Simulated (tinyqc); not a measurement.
Out-diffusion of a doped substrate or buried layer into a growing epitaxial film. From one set of inputs to another, one input at a time. Computed by tinyqc, a small Python program. Command: `OMP_NUM_THREADS=1 python tinyqc.py 3004864 3004865 out.jsonl buried ladder`. One thread of a shared host (Intel(R) Xeon(R) Processor @ 2.30GHz), about 0.01 s of CPU time with the checks.

x is counted from the original substrate surface into the film, whose surface moves as x = v t. Substrate dopant has one diffusivity; the dopant of the film is taken as uniform.

The inputs printed are set A. Set A is modelled on phosphorus in silicon; the values taken over come from a set modelled on arsenic in silicon. Inputs not listed in the table keep their values of set A, so the rows need not describe a real material.

Inputs (values chosen for the exercise, modelled on phosphorus in silicon): prefactor D0 = 5.54 cm^2/s; activation energy E = 3.7 eV; substrate concentration C_s = 1.5e+19 1/cm^3; film doping C_e = 8.2e+14 1/cm^3; growth rate v = 0.1 um/min; film thickness d = 2.5 um; growth temperature T = 1000 C; autodoping level at the start, as a share of C_s = 0.001; decay length of autodoping = 0.78 um; later thermal budget (Dt)2 = 4.1e-11 cm^2.

Film doping: same type as the substrate.

Constants: k_B = 8.617333262e-05 eV/K.

Method:
- D = D0 exp(-E/(k_B T)); growth time t = d/v; l = 2 sqrt(D t); growth number G = v t/l = d/l; 1 um = 1e-4 cm.
- Temperatures in kelvin are T(C) + 273.15.
- After growth and the later budget: l2 = 2 sqrt(D t + (Dt)2); C(x) = (C_s/2) erfc(x/l2) + share x C_s exp(-x/decay length) for x > 0 (autodoping taken as unchanged by the later budget). The transition x_t solves C(x) = C_e, where the total doping is twice the intended value.
- Usable film = d - x_t. Also give x_t for the erfc term alone, after growth and after the later budget.

Each row keeps all changes above it:
```
input moved                                              from          to  x_t after the later budget, erfc alone (um)  x_t with autodoping (um)  usable film (um)
set A                                                       -           -                                      0.42295                    2.2671        2.3293e-01
growth temperature T (C)                                 1000         975                                      0.38899                    2.2671        2.3293e-01
film doping C_e (1/cm^3)                              8.2e+14     6.1e+14                                      0.39618                    2.4978        2.1697e-03
autodoping level at the start, as a share of C_s        0.001       2e-05                                      0.39618                    0.4045        2.0955e+00
prefactor D0 (cm^2/s) and activation energy E (eV)  5.54, 3.7  8.21, 3.97                                      0.36179                    0.3698        2.1302e+00
substrate concentration C_s (1/cm^3)                  1.5e+19     2.9e+19                                      0.37605                    0.3938        2.1062e+00
later thermal budget (Dt)2 (cm^2)                     4.1e-11       2e-10                                      0.82151                    0.8395        1.6605e+00
growth rate v (um/min)                                    0.1       0.085                                      0.82193                    0.8399        1.6601e+00
```

Which inputs carry the difference?

x_t after the later budget, erfc alone goes from 0.423 to 0.822, a factor 1.94 in all. The largest single move comes from later thermal budget (Dt)2 (a factor 2.18), and prefactor D0 with activation energy E works against it (a factor 0.913). x_t with autodoping goes from 2.27 to 0.840, a factor 0.370 in all. The largest single move comes from autodoping level at the start, as a share of C_s (a factor 0.162), and later thermal budget (Dt)2 works against it (a factor 2.13). Usable film goes from 0.233 to 1.66, a factor 7.13 in all. The largest single move comes from autodoping level at the start, as a share of C_s (a factor 966), and film doping C_e works against it (a factor 0.00931). The single moves hold for this order of the switches; the total does not depend on the order.

Caution (all rows): the substrate doping is comparable to or above the intrinsic density at growth temperature, so the diffusivity may be higher on that side. Caution (rows film doping C_e): the transition comes within a diffusion length of the surface, so the surface matters and the simple erfc is rough.

Extremes, crossings and ranges named in words are read from the listed rows.
